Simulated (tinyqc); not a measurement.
What moves the results: free-carrier optics of a doped semiconductor (Drude model with one polar phonon). A value that a table varies takes the place of the one given here.

eps(E) = ei [1 - Ep^2/(E^2 + i E Gam)] + (es - ei) wT^2/(wT^2 - E^2 - i E gT), with Ep^2 = 8 pi c (e^2/(4 pi eps0)) N/(m ei), c = hbar^2/2m0, N in 1/angstrom^3 (1e-24 per 1/cm^3); Gam = hbar/tau, tau = mu m m0/e with m0/e = 5.685630e-12 kg/C and mu in m^2/(V s). Energies in meV.

n + i k = sqrt(eps1 + i eps2) with k >= 0; R = ((n - 1)^2 + k^2)/((n + 1)^2 + k^2) at normal incidence from vacuum; alpha = 2 E k/(hbar c), times 1e8 for 1/cm; loss function Im(-1/eps) = eps2/(eps1^2 + eps2^2).

Constants: hbar^2/2m0 = 3.80998211 eV angstrom^2; e^2/(4 pi eps0) = 14.39964547 eV angstrom; hbar = 6.58211957e-16 eV s; hbar c = 1973.269805 eV angstrom.

Parameters, chosen for this exercise (mass and dielectric values near those of GaN; N and mu are free inputs; interband absorption and the rise of the mass with filling are left out; not measured data): m = 0.222 m0 (conductivity mass); ei = 5.2 (high-frequency dielectric constant); wT = 68.2 meV (TO phonon); es = 9.09 (static dielectric constant); N = 1.7e+20 1/cm^3 (carrier density); mu = 72 cm^2/(V s) (mobility); gT = 0.6 meV (phonon damping); E = 176.5 meV (photon energy).

## The coupled modes against doping

L-, L+ solve E^4 - (wL^2 + Ep^2) E^2 + Ep^2 wT^2 = 0, wL = wT sqrt(es/ei); damping left out; energies in meV.

Modes:
```
N (1/cm^3)      Ep     L-      L+  Ep sqrt(ei/es)
2.0e+17      15.46  11.62   90.75           11.69
7.0e+17      28.92  21.38   92.25           21.87
2.0e+18      48.88  34.51   96.58           36.97
4.0e+18      69.12  45.23  104.22           52.28
7.0e+18      91.44  53.39  116.79           69.16
1.0e+19     109.29  57.57  129.46           82.66
3.0e+19     189.30  64.73  199.43          143.17
7.0e+19     289.15  66.75  295.44          218.70
2.0e+20     488.76  67.70  492.37          369.67
```

wL = 90.17 meV

What does this show, and why?

At low density L- follows Ep sqrt(ei/es) (11.62 against 11.69), a plasmon screened by the lattice, and L+ starts at wL. At the highest density L- has come within 0.50 meV of wT, since the carriers screen the field that lifts wL, and L+ is within 3.62 meV of Ep. The branches are closest, 58.99 meV, at 4e+18 1/cm^3 of those listed. The mass is held fixed, while in a real band it rises with filling.

## Reflectance across the plasma edge

Spectrum:
```
E (meV)     eps1    eps2      R  alpha (1/cm)
45.1     -132.93  233.00  0.885      6.47e+04
135.2     -41.01   24.05  0.861      9.12e+04
225.3     -14.05    6.06  0.823      8.75e+04
315.4      -5.07    2.32  0.735      7.38e+04
383.0      -1.88    1.31  0.567      5.60e+04
450.6       0.04    0.81  0.163      2.85e+04
495.7       0.92    0.61  0.023      1.54e+04
563.3       1.87    0.42  0.029      8.74e+03
675.9       2.87    0.24  0.067      4.94e+03
901.2       3.89    0.10  0.107      2.41e+03
1351.8      4.61    0.03  0.133           985
2253.1      4.99    0.01  0.146           341
```

How do the results move?

Ep = 450.6 meV and Gam = 72.4 meV. R is 0.885 at the lowest energy and lowest, 0.023, at 495.7 meV of those listed; without damping and phonon it would vanish at Ep sqrt(ei/(ei - 1)) = 501.4 meV. At the highest energy R is 0.146, against 0.152 for ei alone. Between the last two rows alpha goes as E^-2.07, where the Drude limit far above Ep and Gam is E^-2. Inside the metallic range the phonon cuts a dip in R near L-, below wT = 68.2 meV, which the rows may miss.

## Free-carrier absorption and index change in the near infrared

At the wavelengths listed E = hc/lambda (hc = 1239.841984 eV nm). Approximate forms: alpha = ei Ep^2 Gam/(E^2 sqrt(ei) hbar c) and dn = -sqrt(ei) Ep^2/(2 E^2). The phonon term is left out here.

Free carriers:
```
lambda (micrometre)  E (meV)  alpha (1/cm)  alpha, approximate      dn  dn, approximate
1.31                   946.4      2.14e+03            1.90e+03  -0.273           -0.258
1.55                   799.9      3.18e+03            2.66e+03  -0.392           -0.362
2.00                   619.9      6.29e+03            4.42e+03  -0.699           -0.602
3.00                   413.3      4.31e+04            9.95e+03   -1.77            -1.36
5.00                   248.0      8.37e+04            2.76e+04   -1.59            -3.77
8.00                   155.0      9.03e+04            7.08e+04  -0.813            -9.64
10.60                  117.0      8.87e+04            1.24e+05  0.0293            -16.9
```

What can be read from the table?

At 1.55 micrometre alpha = 3.18e+03 1/cm and dn = -0.392; a phase shift of pi needs a length lambda/(2 |dn|) = 1.98 micrometre, over which the loss is 2.73 dB. The approximate alpha is within 5 % up to none of the wavelengths listed; it needs photon energies well above both Ep and Gam, which lie at 2.8 and 17.1 micrometre. Interband and intervalley absorption are left out.

## What moves the optical constants

At the energy E. Each row changes one parameter from the base and keeps the others.

Results:
```
case                  Ep (meV)  Gam (meV)       R  alpha (1/cm)
base                    450.61      72.43  0.8468      9.10e+04
N = 2.55e+20 1/cm^3     551.89      72.43  0.8804      1.14e+05
m = 0.2664 m0           411.35      60.36  0.8533      8.32e+04
mu = 43.2 cm^2/(V s)    450.61     120.71  0.7632      8.29e+04
ei = 5.46               439.75      72.43  0.8447      9.05e+04
E = 211.8 meV           450.61      72.43  0.8306      8.87e+04
```

What can be read from the table?

The largest shifts from the base row, up to three for each result and ties (the steps differ in size, so this ranks the rows, not the parameters). Ep (meV): N +101.27, m -39.26, ei -10.86; unchanged at the printed digits by mu and E. Gam (meV): mu +48.28, m -12.07; unchanged at the printed digits by N, ei and E. R: mu -0.0836, N +0.0336, E -0.0163. alpha (1/cm): N +2.35e+04, mu -8.07e+03, m -7.77e+03.

(tinyqc, `OMP_NUM_THREADS=1 python tinyqc.py 1681358 1681359 out.jsonl`, Intel(R) Xeon(R) Processor @ 2.30GHz, 1 thread, shared host, about 0.01 s.)
